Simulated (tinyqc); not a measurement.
# Gap and radiative efficiency from Jsc and Voc

Problem. Photon flux above E from a black body at temperature T into a hemisphere: Phi(E, T) = A sum_k exp(-k E/th)[E^2 th/k + 2 E th^2/k^2 + 2 th^3/k^3], k = 1, 2, ..., with th = kB T/q in eV and A = 2 pi q^3/(h^3 c^2). A cell with a sharp absorption edge has Jsc = q fs X Phi(Eg, Ts) and Voc = Vt ln(1 + Jsc/J0), J0 = q ge Phi(Eg, T)/ERE. Find Eg and ERE.

Inputs (values chosen for the exercise): cell temperature T = 300 K; temperature of the black-body sun Ts = 5778 K; share of the hemisphere filled by the sun fs = 2.16e-5; concentration X = 1; number of faces that emit ge = 2.

Constants: q = 1.602176634e-19 C, kB = 1.380649e-23 J/K, h = 6.62607015e-34 J s, c = 299792458 m/s, Vt = kB T/q. Results are converted to the units shown.

Jsc = 72.1379744 mA/cm^2
Voc = 0.509275815 V

Solution. Phi falls steadily with E, so Jsc fixes Eg; Voc gives J0, and its ratio to the radiative dark current is 1/ERE.

Eg = 0.770 eV
ERE = 0.300

Computed by the program tinyqc: `OMP_NUM_THREADS=1 python tinyqc.py 2820042 2820043 out.jsonl`, one thread of a shared Intel Xeon 2.30GHz, about 0.01 s for the whole run.
